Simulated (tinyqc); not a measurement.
Worked calculation: valley splitting in a one-orbital chain of atomic planes (second-neighbour model). Values are carried at full precision from step to step, so a last printed digit may differ when a step is redone from the rounded ones.

Each (001) plane carries one orbital with energy e0, hopping v to the next plane and u to the second: E(phi) = e0 + 2 v cos(phi) + 2 u cos(2 phi), where phi = pi - k a/4 (the sign of every second orbital is chosen so that v > 0, which shifts the phase by pi). The minimum lies at cos(phi0) = -v/(4u), phi0 = pi - (pi/2) k0 for a valley at k0 (2 pi/a), and e0 puts it at zero. A slab of N planes has hard walls: the matrix simply ends.

Constants: hbar^2/2m0 = 3.80998211 eV angstrom^2.

Parameters, chosen for this exercise (near those of the Delta valleys of silicon; abrupt walls in this chain split the valleys several times more than measured wells; shifted at random, so the results belong to these values and not to a real crystal):
- a = 5.425 angstrom (lattice constant; planes lie a/4 apart)
- k0 = 0.802 2 pi/a (position of the valley)
- ml = 0.912 m0 (longitudinal mass)
- N = 12 (planes in the small slab)

## Hoppings from the valley position and mass

The curvature at the minimum is d2E/dphi2 = 8 u sin^2(phi0) = (2c/ml)/(a/4)^2 with c = hbar^2/2m0; v = -4 u cos(phi0); e0 = 2u + v^2/(4u).

phi0 = 1.88181 rad
u = 0.62646 eV
v = 0.76686 eV
e0 = 1.48760 eV

## The bulk band

E at phi = j pi/10.

Band:

| phi/pi | E (eV) |
|---|---|
| 0.0 | 4.2742 |
| 0.1 | 3.9599 |
| 0.2 | 3.1156 |
| 0.3 | 2.0019 |
| 0.4 | 0.9479 |
| 0.5 | 0.2347 |
| 0.6 | 0.0000 |
| 0.7 | 0.1989 |
| 0.8 | 0.6340 |
| 0.9 | 1.0426 |
| 1.0 | 1.2068 |

## Hamiltonian of the slab

e0 on the diagonal, v and u on the first and second off-diagonals.

H (eV):
```
         1       2       3       4       5       6       7       8       9      10      11      12
1   1.4876  0.7669  0.6265       0       0       0       0       0       0       0       0       0
2   0.7669  1.4876  0.7669  0.6265       0       0       0       0       0       0       0       0
3   0.6265  0.7669  1.4876  0.7669  0.6265       0       0       0       0       0       0       0
4        0  0.6265  0.7669  1.4876  0.7669  0.6265       0       0       0       0       0       0
5        0       0  0.6265  0.7669  1.4876  0.7669  0.6265       0       0       0       0       0
6        0       0       0  0.6265  0.7669  1.4876  0.7669  0.6265       0       0       0       0
7        0       0       0       0  0.6265  0.7669  1.4876  0.7669  0.6265       0       0       0
8        0       0       0       0       0  0.6265  0.7669  1.4876  0.7669  0.6265       0       0
9        0       0       0       0       0       0  0.6265  0.7669  1.4876  0.7669  0.6265       0
10       0       0       0       0       0       0       0  0.6265  0.7669  1.4876  0.7669  0.6265
11       0       0       0       0       0       0       0       0  0.6265  0.7669  1.4876  0.7669
12       0       0       0       0       0       0       0       0       0  0.6265  0.7669  1.4876
```

## Levels and the valley doublet

Diagonalise H. The two lowest levels are the doublet made from the valleys at +k0 and -k0; give their splitting, the weights of the lowest state, and its parity under reversal of the planes.

levels (eV): 0.0975  0.1298  0.3652  0.4792  0.7609  0.8715  1.1258  1.3304  2.0850  2.8953  3.6104  4.1002

splitting = 32.32 meV

weights on the planes: 0.036  0.051  0.021  0.199  0.019  0.174  0.174  0.019  0.199  0.021  0.051  0.036

parity of the lowest state: odd

The mean of the doublet lies 0.1136 eV above the bulk minimum, and level 3 lies 0.2516 eV above that mean; the weights oscillate from plane to plane because the two valleys interfere.

## Checks

- Mean of the doublet for 400 planes against the effective-mass level with W = 402 a/4 (meV): both 0.1387.

Run: tinyqc, `OMP_NUM_THREADS=1 python tinyqc.py 1451874 1451875 out.jsonl`; Intel(R) Xeon(R) Processor @ 2.30GHz, one thread, shared host; about 0.01 s of CPU time with all checks.
